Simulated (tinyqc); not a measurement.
# Changing the corrugation W

Model: Frenkel-Kontorova chain: a misfit dislocation (kink) in a monolayer on a periodic substrate. Computed by tinyqc, a small Python program. Command: `OMP_NUM_THREADS=1 python tinyqc.py 3002630 3002631 out.jsonl fkchain sweep`. One thread of a shared host (Intel(R) Xeon(R) Processor @ 2.30GHz), about 0.03 s of CPU time with the checks.

E = sum_j [(k/2)(x_(j+1) - x_j - b)^2 + (W/2)(1 - cos(2 pi x_j/a))], x_j = a (j + u_j). A kink takes u from 0 to 1: the chain is stretched by one period and has one atom fewer than wells.

Inputs (values chosen for the exercise, for a model overlayer): spring constant k = 1.33 eV/angstrom^2; substrate period a = 2.76 angstrom; misfit f = (b - a)/a = 0.1; atoms on each side n = 9; atomic mass M = 159 u.

Relaxation: Newton steps.

Constants: nu for 1 eV/(angstrom^2 u) = 15.6333042 THz.

Method:
- l0 = sqrt(k a^2/(2 W)); kink u(j) = (2/pi) arctan exp(pi j/l0); kink energy at f = 0: E0 = (4/pi) W l0; with misfit E0 - k a^2 f; kinks become favourable at f_c = 2/(pi l0), and a coherent chain with free ends loses stability at f_m = 1/l0. Lowest vibration of the flat chain: nu0 = 15.6333042 THz x sqrt(2 pi^2 W/(a^2 M)).
- Discrete chain at f = 0, ends held at u = 0 and 1: E = (k a^2/2) sum (u_(j+1) - u_j)^2 + (W/2) sum (1 - cos 2 pi u_j), gradient g_j = k a^2 (2 u_j - u_(j-1) - u_(j+1)) + pi W sin(2 pi u_j), Hessian 2 k a^2 + 2 pi^2 W cos(2 pi u_j) on the diagonal and -k a^2 beside it.
- Start as above (continuum shape at j + 1/2, j = -n..n-1, l0 = sqrt(k a^2/(2 W))). u(new) = u - H^-1 g; stop when the largest gradient is below 1e-9 eV.
- Repeat by Newton steps with an atom at the centre (j = -n..n, u_0 = 1/2). Barrier = difference of the two energies; the lowest Hessian eigenvalue tells minimum from saddle.

One run for each value; columns: (1) corrugation W (eV); (2) kink width l0; (3) Peierls barrier (meV); (4) energy, centre between atoms (eV); (5) kink energy E0 (eV); (6) critical misfit f_c:
```
(1)      (2)         (3)     (4)     (5)      (6)
0.34  3.8599  7.2441e-01  1.6545  1.6710  0.16493
0.44  3.3931  3.0276e+00  1.8751  1.9009  0.18762
0.58  2.9553  1.1443e+01  2.1390  2.1824  0.21541
0.76  2.5817  3.5113e+01  2.4217  2.4983  0.24659
0.99  2.2621  9.0064e+01  2.7144  2.8513  0.28143
1.30  1.9740  2.0613e+02  3.0207  3.2674  0.32250
1.70  1.7262  4.1278e+02  3.3142  3.7364  0.36879
2.20  1.5174  7.3370e+02  3.5788  4.2505  0.41954
2.90  1.3217  1.2560e+03  3.8360  4.8801  0.48168
```

Over the rows, kink width l0 falls from 3.86 to 1.32 (exponent d ln y / d ln x about -0.50 throughout); Peierls barrier (meV) rises from 0.724 to 1260 (exponent d ln y / d ln x 5.5 between the first rows and 1.9 between the last); energy, centre between atoms (eV) rises from 1.65 to 3.84 (exponent d ln y / d ln x 0.49 between the first rows and 0.25 between the last). The exponent of kink energy E0 stays at 0.50: the geometric mean of spring and corrugation. The exponent of critical misfit f_c stays at 0.50: f_c goes as 1/l0. ln(barrier/W) against l0 has the slope -2.51 between the first rows; for wide kinks the law is l0^2 exp(-pi l0), with slope 2/l0 - pi = -2.59. The continuum energy is too high by 1.00 % in the first row and 27 % in the last.

Caution (rows 0.580, 0.760, 0.990, 1.30, 1.70, 2.20, 2.90): for l0 below about 3 the kink spans few atoms, and the continuum kink energy is off by about 2 per cent or more. Caution (rows 1.30, 1.70, 2.20, 2.90): a corrugation above 1 eV is larger than real overlayers usually show; it is chosen to keep the kink narrow.

Extremes, crossings and ranges named in words are read from the listed rows.
